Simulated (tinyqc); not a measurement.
## Delay unit and parasitic delay from two ring oscillators

Question. A ring of 51 inverters oscillates at 1/(2 x 51 d), with stage delay d = tau (h + p) for fan-out h. Find tau, p and the delay at fan-out 4.

frequencies of 51-stage ring oscillators with fan-out 2 and 5 (GHz): [0.38235332, 0.20028031]

Solution. d is a straight line in h with slope tau and intercept tau p.

tau = 7.77 ps
p = 1.30
delay at fan-out 4 = 41.2 ps

Numbers from tinyqc (`OMP_NUM_THREADS=1 python tinyqc.py 2082056 2082057 out.jsonl`; about 0.01 s on one thread of a shared Intel Xeon 2.30GHz).
